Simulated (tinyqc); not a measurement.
# Rectangular fin or nanosheet with a gate all round, subbands and threshold shift from confinement: effects of single changes

Undoped body with a flat potential across it, hard walls, transport along x. Three valley pairs (g = 2 each) with the longitudinal mass along x, y or z. Non-parabolicity enters the subband edges through E (1 + al E) = gamma, so E = 2 gamma/(1 + sqrt(1 + 4 al gamma)); motion within a subband is taken as parabolic with the band-edge mass. Energies are counted from the bulk band edge.

Inputs (values chosen for the exercise); masses close to those of silicon: temperature T = 300 K; longitudinal mass ml = 0.92 m0; transverse mass mt = 0.193 m0; non-parabolicity al = 0 1/eV; width (along y) t = 8.8 nm; widening of the box by penetration into the insulator dl = 0 nm; gate capacitance per area of interface Cg = 2.4 uF/cm^2; height (along z) H = 17.6 nm.

Constants: q = 1.602176634e-19 C, kB = 1.380649e-23 J/K, hbar = 1.054571817e-34 J s, m0 = 9.1093837015e-31 kg, Vt = kB T/q, hbar^2/(2 m0) = 0.0380998212 eV nm^2. Results are converted to the units shown.

Each table varies one quantity; the others keep the values above.

## Confinement against the height

gamma = C pi^2 [a^2/(my (t + dl)^2) + b^2/(mz (H + dl)^2)], C = hbar^2/(2 m0). Each subband has N_k = g sqrt(2 mx m0 kB T/(pi hbar^2)); without degeneracy n = exp(EF/Vt) sum N_k exp(-E_k/Vt). Classical value Nc times t H, Nc = sum over valleys of 2 g (m m0 kB T/(2 pi hbar^2))^1.5 with m = (mx my mz)^(1/3). Threshold shift dVT = Vt ln(classical value/sum N_k exp(-E_k/Vt)). With degeneracy n = sum N_k F((EF - E_k)/Vt), F(x) = (1/sqrt(pi)) int_0^infinity u^(-1/2) du/(1 + exp(u - x)); gate: Vg = EF + q n/(Cg P), P = 2 (t + H), summed over the 60 lowest subbands at most, with Vg counted from the value that would put EF at the bulk band edge of an empty body. The last two columns are for Vg = 0.7 V; sensitivity d(dVT)/dH by central differences between 0.99 and 1.01 times the value.

Confinement against the height:
```
H (nm)  E_1 (meV)  gap to the next edge (meV)  dVT (mV)  sensitivity (mV/nm)  n/P (cm^-2)  share of the lowest subband (%)
5.3         39.71                       34.93     51.70               -10.14     9.072e12                            24.14
7.1         33.27                       10.66     38.55               -4.948     9.378e12                            17.55
9.4         27.33                       2.457     30.93               -2.198     9.572e12                            13.62
13          16.81                       10.77     25.76              -0.9415     9.740e12                            11.05
17          12.02                       14.55     23.03              -0.4954     9.843e12                            8.960
22          9.304                       12.08     21.18              -0.2754     9.918e12                            7.184
30          7.443                       6.494     19.61              -0.1394     9.981e12                            5.449
40          6.496                       3.653     18.59             -0.07536     1.001e13                            4.237
```

As H grows from 5.3 to 40 nm, E_1 falls from 39.7 to 6.50 meV and dVT falls from 51.7 to 18.6 mV. E_1 goes as H^(-0.61) at the thin end; an error of 0.2 nm moves the threshold by 2.0 mV in the first row and 0.015 mV in the last. The charge per interface area rises from 9.07e12 to 1.00e13 cm^-2. In every row the charge in the last two columns would bend the potential across the body noticeably, which is left out.

## Charge and subband filling against gate voltage

Same model as above.

Each subband has N_k = g sqrt(2 mx m0 kB T/(pi hbar^2)). Cq = q dn/dEF.

Charge and subband filling against gate voltage:
```
Vg (V)  EF - E_1 (eV)  n (cm^-1)  n/P (cm^-2)  share of the lowest subband (%)  Cq/(Cg P)  total C/(Cg P)
-0.14         -0.1525    7.664e4     1.452e10                            14.56    0.03745         0.03610
-0.02        -0.06240    2.439e6     4.619e11                            14.10      1.161          0.5373
0.11         -0.02455    9.727e6     1.842e12                            12.85      4.296          0.8112
0.23        -0.006631    1.780e7     3.371e12                            11.73      7.289          0.8794
0.36         0.006753    2.702e7     5.118e12                            10.70      10.23          0.9109
0.48          0.01642    3.575e7     6.771e12                            9.891      12.63          0.9266
0.61          0.02521    4.534e7     8.587e12                            9.151      14.95          0.9373
0.73          0.03231    5.427e7     1.028e13                            8.567      16.86          0.9440
0.86          0.03923    6.400e7     1.212e13                            8.019      18.74          0.9493
```

EF passes E_1 = 0.0116 eV at Vg = 0.289 V. The share of the lowest subband falls from 14.6 to 8.02 % and the total capacitance rises from 0.0361 to 0.949 of Cg P. In the last row 5.3 % of an added gate voltage goes into raising EF (from the last two rows). For Vg = -0.02, 0.11, 0.23, 0.36, 0.48, 0.61, 0.73, 0.86 the charge would bend the potential across the body noticeably, which is left out.

Computed by the program tinyqc: `OMP_NUM_THREADS=1 python tinyqc.py 2350075 2350076 out.jsonl`, one thread of a shared Intel Xeon 2.30GHz, about 0.2 s for the whole run.
